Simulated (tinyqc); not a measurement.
Planar ballistic transistor, top-of-the-barrier model: two steps of the calculation.

At the top of the source barrier, states moving towards the drain are filled by the source (Fermi level 0) and states moving back by the drain (Fermi level -q Vd); nothing scatters. U is the shift of the band edge there, set by the capacitances CG, CD and CS (the total) and by the charge. Parabolic two-dimensional band; the source is grounded.

Values chosen for this exercise; mass and valleys close to those of indium arsenide: temperature T = 300 K; effective mass m = 0.0308 m0; valley degeneracy gv = 1; relative permittivity of the gate insulator eox = 22; insulator thickness tox = 1.3 nm; gate control CG/CS aG = 0.9; band edge at the barrier top above the source Fermi level at zero bias E0 = 0.32 eV; drain voltage Vd = 0.2 V.

Constants: q = 1.602176634e-19 C, kB = 1.380649e-23 J/K, hbar = 1.054571817e-34 J s, m0 = 9.1093837015e-31 kg, Vt = kB T/q, eps0 = 8.8541878128e-14 F/cm where lengths are in cm. Results are converted to the units shown.

Question 1. Self-consistent potential at the barrier top. eta1 = -(E0 + U)/Vt, eta2 = eta1 - Vd/Vt, n = (N0/2)[F_0(eta1) + F_0(eta2)], F_0(x) = ln(1 + exp x). U(out) = UL + q (n - n0)/CS. Newton step: U(new) = U + (U(out) - U)/(1 + CQ/CS), CQ = (q/Vt) dn/d(eta1) with both F' summed; F_0'(x) = 1/(1 + exp(-x)).

U at the start (U = UL) = -0.4706 eV
N0 = 3.3261517e11 cm^-2
CS = 16.648900 uF/cm^2
n0 = 1.4001602e6 cm^-2
UL = -0.4706 eV

Give: eta1; eta2; n; U(out); CQ; U after iteration 1.

Answer 1.

eta1 = 5.825
eta2 = -1.911
n = 9.923e11 cm^-2
U(out) = -0.4611 eV
CQ = 1.160 uF/cm^2
U after iteration 1 = -0.4617 eV

Question 2. Current, mean velocity and share of the gate voltage. N0 = gv m kB T/(pi hbar^2), CG = eps0 eox/tox, vT = sqrt(2 kB T/(pi m)), CS = CG/aG, n0 = n at U = 0 and Vd = 0. I = q (N0/2) vT [F_(1/2)(eta1) - F_(1/2)(eta2)] per width, F_(1/2)(x) = (2/sqrt(pi)) int_0^infinity u^(1/2)/(1 + exp(u - x)) du. Mean velocity I/(q n). CQ = (q/Vt) dn/d(eta1); the band edge follows the gate as -dU/dVg = aG/(1 + CQ/CS).

converged U = -0.46166393 eV

Give: eta1; n; I; mean velocity; CQ; -dU/dVg.

Answer 2.

eta1 = 5.480
n = 9.286e11 cm^-2
I = 813.6 uA/um
mean velocity = 5.469e7 cm/s
CQ = 1.124 uF/cm^2
-dU/dVg = 0.8431 eV/V

The carriers from the source are degenerate (eta1 = 5.48), and the mean velocity is 1.78 times vT = sqrt(2 kB T/(pi m)) = 3.07e7 cm/s.

Program tinyqc, `OMP_NUM_THREADS=1 python tinyqc.py 2400071 2400072 out.jsonl`; Intel Xeon 2.30GHz, shared host, one thread, about 0.01 s.
